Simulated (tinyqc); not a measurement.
Front-illuminated p-i-n photodiode, quantum efficiency and bandwidth: two steps of the calculation.

Light enters through a p layer (0 to xp), a depleted layer (xp to xp + wi) and a thick n substrate, decaying as exp(-al x); one pass, no back reflection. Carriers made in the depleted layer are all collected; those in the neutral layers diffuse.

Values chosen for this exercise; values close to those of silicon at this wavelength:
- lam = 1000 nm (wavelength)
- al = 61.6 1/cm (absorption coefficient)
- Rf = 0.05 (reflectance of the front face)
- eps_r = 11.4 (relative permittivity)
- xp = 0.052 um (thickness of the front p layer)
- wi = 60 um (thickness of the depleted layer)
- Dn = 7.8 cm^2/s (electron diffusion coefficient in the p layer)
- Ln = 0.28 um (electron diffusion length in the p layer)
- S = 9e6 cm/s (recombination velocity of the front surface)
- Lp = 1.3 um (hole diffusion length in the thick n substrate)
- ve = 9.92e6 cm/s (electron drift velocity)
- vh = 7.31e6 cm/s (hole drift velocity)
- dia = 17 um (diameter)
- RL = 50 ohm (load resistance)
- Cp = 90 fF (parasitic capacitance)
- f = 0.4 GHz (modulation frequency)

Constants: q = 1.602176634e-19 C, h = 6.62607015e-34 J s, c = 299792458 m/s, eps0 = 8.8541878128e-14 F/cm where lengths are in cm. Results are converted to the units shown.

Problem 1. Quantum efficiency. k = al Ln, s = S Ln/Dn, e = exp(-al xp); front layer f1 = (k/(k^2 - 1)) {[s + k - e (s cosh(xp/Ln) + sinh(xp/Ln))]/[s sinh(xp/Ln) + cosh(xp/Ln)] - k e}; depleted layer f2 = e (1 - exp(-al wi)); substrate f3 = e exp(-al wi) al Lp/(1 + al Lp); external efficiency (1 - Rf)(f1 + f2 + f3); responsivity = efficiency q lam/(h c).

Give: s; f1; f2; f3; external efficiency; responsivity.

Solution 1.

s = 32.308
f1 = 1.8231e-4
f2 = 0.30889
f3 = 0.0054879
external efficiency = 0.29883
responsivity = 0.24102 A/W

The front layer absorbs 0.0320 % of the light that enters and collects 56.9 % of that. Diffusion from the neutral layers makes up 1.80 % of the current.

Problem 2. Response at one frequency. Drift response for pairs made in the depleted layer, a = al wi, g = 1 - exp(-a), u = 2 pi i f, te = wi/ve, th = wi/vh: electrons He = [g - a (exp(-a) - exp(-u te))/(u te - a)]/(u te g), holes Hh = [g - a (1 - exp(-a - u th))/(a + u th)]/(u th g); C = eps0 eps_r pi (dia/2)^2/wi + Cp; total |He + Hh|/sqrt(1 + (2 pi f RL C)^2), for the current of the depleted layer alone.

Wanted: te; th; He; Hh; |He + Hh|; C; total response.

Solution 2.

te = 604.8 ps
th = 820.8 ps
He = 0.4317-0.2458i
Hh = 0.3315-0.2542i
|He + Hh| = 0.9124
C = 90.38 fF
total response = 0.9123

The drift response alone falls to 1/sqrt(2) at 0.777 GHz and the RC term alone at 35.2 GHz; together they give 0.777 GHz for this part of the current; the diffusion currents, left out, respond on their own time scales.

Computed by the program tinyqc: `OMP_NUM_THREADS=1 python tinyqc.py 2250101 2250102 out.jsonl`, one thread of a shared Intel Xeon 2.30GHz, about 0.01 s for the whole run.
